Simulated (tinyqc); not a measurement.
Thin-body transistor below threshold, two-dimensional Poisson equation on a small mesh: one step of the calculation.

A thin body on a thick buried insulator of low permittivity, taken as carrying no normal field at the bottom of the body (row 0). Mobile charge is neglected (subthreshold), the body is fully depleted, and potentials are counted from the intrinsic level; rows run upward to the gate, columns from source to drain.

Question. Coefficients of the five-point equations. Mesh: rows i = 0..2 in the semiconductor (step hs = tb/2, row 2 on the interface), then 1 step(s) ho = tox/1 up to the gate row 3; columns j = 0..4 (step hy = L/4). Box integration, divided by eps0: up_i = eps hy/h of the interval above row i, dn_i = that of the interval below (0 for row 0), lat_i = (sum of eps h/2 over the intervals above and below)/hy, s_i = -q Na w_i hy/eps0 with w_i the semiconductor height of the box (hs/2 for row 0 and the interface row, hs between, 0 in the insulator). Each free node obeys (up + dn + 2 lat) psi = up psi(above) + dn psi(below) + lat [psi(left) + psi(right)] + s.

Parameters, values chosen for the exercise; semiconductor permittivity close to that of silicon:
- eps_r = 11.9 (relative permittivity of the semiconductor)
- eox = 9 (relative permittivity of the insulator)
- tb = 6 nm (body thickness)
- tox = 2.9 nm (insulator thickness)
- L = 33 nm (channel length)
- Na = 0 cm^-3 (acceptor density of the depleted body)

Constants: q = 1.602176634e-19 C, eps0 = 8.8541878128e-14 F/cm where lengths are in cm. Results are converted to the units shown.

Give: up; dn; lat; s.

Answer.

```
row      up      dn     lat  s (V)
0    32.725       0  2.1636      0
1    32.725  32.725  4.3273      0
2    25.603  32.725  3.7455      0
```

tinyqc, about 0.2 s, one thread, Intel Xeon 2.30GHz (shared host): `OMP_NUM_THREADS=1 python tinyqc.py 2480135 2480136 out.jsonl`
